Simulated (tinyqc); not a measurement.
Inside a calculation. Model: resistance of a tapered via with liner, size effect and interface.

Numbers from tinyqc (`OMP_NUM_THREADS=1 python tinyqc.py 2750110 2750111 out.jsonl`; about 0.01 s on one thread of a shared Intel Xeon 2.30GHz). Printed values are rounded.

A round via whose diameter grows from db at the bottom as D(z) = db + 2 z/tan(ang). The fill, of diameter D - 2 tl, starts above the bottom liner (thickness fb tl) and has rho = rho0 (1 + ks lam/(D - 2 tl)); the sidewall liner conducts in parallel with it. The bottom liner and the interface are crossed over the full area pi db^2/4. Spreading in the lines above and below is left out.

Parameters, values chosen for the exercise; fill metal close to cobalt:
- db = 59 nm (diameter at the bottom)
- hv = 140 nm (height)
- ang = 85 degrees (sidewall angle)
- rho0 = 6.03 uohm cm (bulk resistivity of the fill)
- lam = 11.8 nm (mean free path of the fill)
- ks = 1.6 (size-effect factor)
- tl = 1.7 nm (liner on the sidewall)
- fb = 1 (liner at the bottom over that on the sidewall)
- rl = 390 uohm cm (resistivity of the liner)
- ri = 6.3e-12 ohm cm^2 (interface resistivity at the bottom)
- Sb = 1e15 S/m^2 (ballistic conductance per area, about 3/(4 rho0 lam))

## Slices of the via

Slices between z0 = fb tl and hv, evaluated at their midpoints: conductance per length pi/4 [(D - 2 tl)^2/rho + (D^2 - (D - 2 tl)^2)/rl], slice resistance = slice height over that. 9 slices.

```
slice   z (nm)   D (nm)  rho (uohm cm)  slice resistance (ohm)
0      9.38333  60.6419        8.01887                0.477622
1        24.75  63.3307        7.92963                0.430939
2      40.1167  66.0195        7.84807                0.390714
3      55.4833  68.7083        7.77321                0.355819
4        70.85  71.3971        7.70428                0.325358
5      86.2167  74.0860        7.64059                0.298616
6      101.583  76.7748        7.58157                0.275015
7      116.950  79.4636        7.52673                0.254084
8      132.317  82.1524        7.47562                0.235438
```

## Total resistance

R_fill = sum of the slices; R_bottom = rl fb tl/(pi db^2/4); R_interface = ri/(pi db^2/4); ballistic (Sharvin) limit 1/(Sb pi (db - 2 tl)^2/4); ideal cylinder rho0 hv/(pi db^2/4).

parts (ohm): fill 3.04360, bottom liner 2.42504, interface 0.230434
R = 5.69908 ohm
shares (%): fill 53.4052, bottom liner 42.5515, interface 4.0434
ballistic limit = 0.411870 ohm
ideal cylinder = 3.08782 ohm

The fill is the largest part, and R is 1.85 times the ideal cylinder. With 2000 slices R = 5.7007 ohm.
